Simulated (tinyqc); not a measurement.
Landau levels of a non-parabolic (Kane) conduction band at kz = 0: one step. The lowest levels. Three cases, with inputs chosen for the exercise.

Question. List the eight lowest, in meV, with the gap to the next.

Three-level Kane model: E = (N + 1/2) 2 muB B/m(E) + s g(E) muB B, s = +/-1/2, with 1/m(E) = 1 + (Ep/3)(2/(E + Eg) + 1/(E + Eg + Dso)) and g(E) = 2 - (2 Ep/3)(1/(E + Eg) - 1/(E + Eg + Dso)); E from the band edge, solved self-consistently; remote bands are left out, and so is the confinement energy of a real sheet, which raises m and lowers |g|.

In a field B along z: l = 1/sqrt((e/hbar) B) is the magnetic length, n_B = B/(h/e) the number of states per area in one level, hbar wc = 2 muB B/m for mass m in m0; 1/angstrom^2 = 1e16/cm^2.

Constants: e/hbar = 1.519267448e-05 1/(T angstrom^2); h/e = 413566.7697 T angstrom^2; muB = 5.788381798e-05 eV/T.

Give: a table of label, E (meV), gap above (meV).

Case 1.

Values chosen (near those of InSb; not measured data):
- Eg = 0.231 eV (gap)
- Dso = 0.809 eV (spin-orbit splitting)
- Ep = 24 eV (Kane energy)
- B = 12.3 T (magnetic field)

Answer.

Levels:

| label | E (meV) | gap above (meV) |
|---|---|---|
| 0+ | 33.564 | 25.371 |
| 0- | 58.935 | 48.040 |
| 1+ | 106.975 | 16.664 |
| 1- | 123.639 | 39.203 |
| 2+ | 162.842 | 12.816 |
| 2- | 175.658 | 34.378 |
| 3+ | 210.036 | 10.541 |
| 3- | 220.578 | 31.199 |

The largest of these gaps, 48.04 meV, first occurs above level 0- and is kB T at 557 K.

Case 2.

Values chosen (near those of InAs; not measured data):
- Eg = 0.401 eV (gap)
- Dso = 0.386 eV (spin-orbit splitting)
- Ep = 22.2 eV (Kane energy)
- B = 2.1 T (magnetic field)

Answer.

Levels:

| label | E (meV) | gap above (meV) |
|---|---|---|
| 0+ | 4.732 | 1.888 |
| 0- | 6.620 | 9.140 |
| 1+ | 15.760 | 1.764 |
| 1- | 17.524 | 8.787 |
| 2+ | 26.311 | 1.657 |
| 2- | 27.967 | 8.476 |
| 3+ | 36.443 | 1.563 |
| 3- | 38.006 | 8.199 |

The largest of these gaps, 9.14 meV, first occurs above level 0- and is kB T at 106 K.

Case 3.

Values chosen (near those of InAs; not measured data):
- Eg = 0.396 eV (gap)
- Dso = 0.37 eV (spin-orbit splitting)
- Ep = 20.9 eV (Kane energy)
- B = 8.7 T (magnetic field)

Answer.

Levels:

| label | E (meV) | gap above (meV) |
|---|---|---|
| 0+ | 18.418 | 6.582 |
| 0- | 25.000 | 32.713 |
| 1+ | 57.714 | 5.265 |
| 1- | 62.978 | 29.244 |
| 2+ | 92.222 | 4.400 |
| 2- | 96.622 | 26.774 |
| 3+ | 123.396 | 3.781 |
| 3- | 127.177 | 24.895 |

The largest of these gaps, 32.71 meV, first occurs above level 0- and is kB T at 380 K.

Computed by tinyqc, one run a case: `OMP_NUM_THREADS=1 python tinyqc.py N N+1 out.jsonl` with N = 1281753, 1282136, 1282172; one thread of a shared Intel(R) Xeon(R) Processor @ 2.30GHz, about 0.1 s a run at most.
